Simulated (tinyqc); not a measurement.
Hydrogenic donor in a hard-walled well (variational): sweeps and comparisons. A value that a table varies takes the place of the one given here.

Trial function cos(pi z/L) exp(-r/lam), r measured from the donor at zi, walls at +/- L/2, one eps everywhere. Counted from the lowest subband, E(lam) = c/(m lam^2) - (q/eps) I0/I1, with I0 the integral of cos^2(pi z/L) exp(-2|z - zi|/lam) over the well and I1 the same with the factor (|z - zi| + lam/2); c = hbar^2/2m0, q = e^2/(4 pi eps0). The binding energy is -E at the minimum.

Constants: hbar^2/2m0 = 3.80998211 eV angstrom^2; e^2/(4 pi eps0) = 14.39964547 eV angstrom; Ry = 13.60569312 eV.

Values chosen for the exercise (near those of Ge, with one mean mass; not measured data):
- m = 0.123 m0 (mass)
- eps = 15.5 (dielectric constant)
- Ls = (12, 33, 58, 117, 251, 488, 895) angstrom (widths)
- L = 155 angstrom (well width)
- zi = 35 angstrom (position of the donor from the centre)

## Width of the well

Ry* = 6.9657 meV
a* = 66.685 angstrom

Donor at the centre and at the wall (zi = L/2).

Binding:

| L (angstrom) | L/a* | centre (meV) | in Ry* | wall (meV) | in Ry* | centre/wall |
|---|---|---|---|---|---|---|
| 12 | 0.18 | 23.44 | 3.365 | 17.76 | 2.550 | 1.32 |
| 33 | 0.49 | 19.23 | 2.761 | 12.09 | 1.735 | 1.59 |
| 58 | 0.87 | 16.40 | 2.354 | 9.19 | 1.320 | 1.78 |
| 117 | 1.75 | 12.91 | 1.854 | 6.25 | 0.897 | 2.07 |
| 251 | 3.76 | 9.79 | 1.406 | 3.97 | 0.571 | 2.46 |
| 488 | 7.32 | 8.06 | 1.157 | 2.72 | 0.390 | 2.96 |
| 895 | 13.42 | 7.33 | 1.052 | 2.10 | 0.301 | 3.49 |

What can be read from the table?

At the centre the binding falls from 3.37 to 1.05 Ry*, between the limits 4 and 1. At the wall it falls from 2.55 to 0.30 Ry*, towards 1/4: the wall forces a node through the donor, as in a 2p state. With this trial function, which underbinds wall donors by about a tenth, the wall donor drops below the bulk value between 58 and 117 angstrom. The ratio grows from 1.32 to 3.49. Widths under about 15 angstrom lie outside envelope theory and serve only to show the limit.

## Position of the donor

Fixed width; zi from the centre to the wall.

Binding:

| 2 zi/L | zi (angstrom) | lam (angstrom) | binding (meV) | in Ry* |
|---|---|---|---|---|
| 0.0 | 0.0 | 64.8 | 11.65 | 1.673 |
| 0.2 | 15.5 | 65.7 | 11.22 | 1.610 |
| 0.4 | 31.0 | 69.5 | 9.97 | 1.431 |
| 0.6 | 46.5 | 79.6 | 8.17 | 1.173 |
| 0.8 | 62.0 | 98.6 | 6.48 | 0.930 |
| 0.9 | 69.8 | 109.4 | 5.82 | 0.836 |
| 1.0 | 77.5 | 119.7 | 5.30 | 0.761 |

How do the results move?

Uniform doping spreads the level over 6.35 meV, from 11.65 at the centre to 5.30 at the wall, while lam grows by 85 %. The slope is flat at the centre, which gives a peak in the density of donor states there, and steepest between 2 zi/L = 0.4 and 0.6.

## What each parameter does

The minimum over lam; Ry* = Ry m/eps^2. Each row changes one parameter from the base and keeps the others.

Results:

| case | binding (meV) | lam (angstrom) | binding/Ry* |
|---|---|---|---|
| base | 9.54 | 71.3 | 1.369 |
| m = 0.148 m0 | 10.76 | 60.0 | 1.283 |
| eps = 17.1 | 8.12 | 77.8 | 1.419 |
| L = 202 angstrom | 9.47 | 69.8 | 1.360 |
| zi = 18 angstrom | 11.07 | 66.1 | 1.589 |

How do the results move?

The largest shifts from the base row, up to three for each result and ties (the steps differ in size, so this ranks the rows, not the parameters). binding (meV): zi +1.53, eps -1.41, m +1.22. lam (angstrom): m -11.3, eps +6.5, zi -5.2. binding/Ry*: zi +0.220, m -0.086, eps +0.050.

Computed by tinyqc, a small Python program: `OMP_NUM_THREADS=1 python tinyqc.py 1280548 1280549 out.jsonl` (the numbers bound the seed that draws the inputs); one thread of a shared host (Intel(R) Xeon(R) Processor @ 2.30GHz), about 0.02 s for the whole set of steps.
